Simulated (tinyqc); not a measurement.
Radius: cylindrical quantum wire.

A cylinder of radius R, isotropic masses, c = hbar^2/2m0, k = sqrt(mw E/c), kappa = sqrt(mb (V0 - E)/c). State (n, m) is J_m(k r) inside and K_m(kappa r) outside; psi and psi'/m are continuous: (k/mw) J_m'(kR)/J_m(kR) = (kappa/mb) K_m'(kappa R)/K_m(kappa R).

With hard walls E = c (x/R)^2/mw, x a zero of J_m: (1,0) 2.404826; (2,0) 5.520078; (1,1) 3.831706; (2,1) 7.015587; (1,2) 5.135622; (2,2) 8.417244; (1,3) 6.380162; (2,3) 9.761023.

Constants: hbar^2/2m0 = 3.80998211 eV angstrom^2.

Values chosen for the exercise (near those of a non-polar GaN wire in AlGaN; not measured data):
- V0 = 0.315 eV (barrier height)
- mw = 0.2 m0 (mass inside)
- mb = 0.225 m0 (mass outside)
- Rs = (21, 30, 43, 61, 85, 122, 171) angstrom (radii)

The two lowest states against R; a dash marks an unbound state.

Levels (eV):
```
R (angstrom)   (1,0)   (1,1)  (1,0), hard walls  flat well of width 2R
21            0.1228  0.2842             0.2498                 0.0542
30            0.0737  0.1819             0.1224                 0.0319
43            0.0416  0.1045             0.0596                 0.0179
61            0.0229  0.0579             0.0296                 0.0098
85            0.0126  0.0321             0.0152                 0.0054
122           0.0065  0.0165             0.0074                 0.0028
171           0.0034  0.0087             0.0038                 0.0015
```

The lowest state is bound at every radius listed. (1,1) is bound at every radius listed. At the largest radius the level is 0.91 of the hard-wall value and 2.34 times that of the flat well (the hard-wall ratio is 2.34); the exponent d ln E/d ln R between the last two radii is -1.89.

Program tinyqc; command `OMP_NUM_THREADS=1 python tinyqc.py 1280392 1280393 out.jsonl`; about 0.03 s on one thread of a shared Intel(R) Xeon(R) Processor @ 2.30GHz.
